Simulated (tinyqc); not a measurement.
Carrier lifetime from Shockley-Read-Hall, radiative, Auger and surface recombination: one step, computed by the program tinyqc.

Energies are counted from the top of the valence band. Boltzmann statistics, full ionisation, and equal excess densities of electrons and holes.

Problem. Equilibrium densities. N_c = 2 M_c (2 pi m_e k_B T/h^2)^(3/2) and N_v = 2 (2 pi m_h k_B T/h^2)^(3/2), masses in units of m_0. n_i = sqrt(N_c N_v) exp(-E_g/2 k_B T); majority density N/2 + sqrt(N^2/4 + n_i^2), minority density n_i^2 over it.

Inputs (values chosen for the exercise, with bands modelled on ZnSe):
```
quantity             value   unit
gap E_g               2.73     eV
electron mass m_e    0.152    m_0
valleys M_c              1      -
hole mass m_h        0.739    m_0
temperature T          300      K
doping N           6.8e+15  cm^-3
```

Doping: n-type. Surface term: two equal surfaces.

Constants: m_0 = 9.1093837015e-31 kg; k_B = 1.380649e-23 J/K; h = 6.62607015e-34 J s; k_B = 8.617333262e-05 eV/K.

Give: N_c; N_v; n_i; n_0; p_0.

Solution.

N_c = 1.487e+18 cm^-3

N_v = 1.594e+19 cm^-3

n_i = 5.708e-05 cm^-3

n_0 = 6.80e+15 cm^-3

p_0 = 4.791e-25 cm^-3
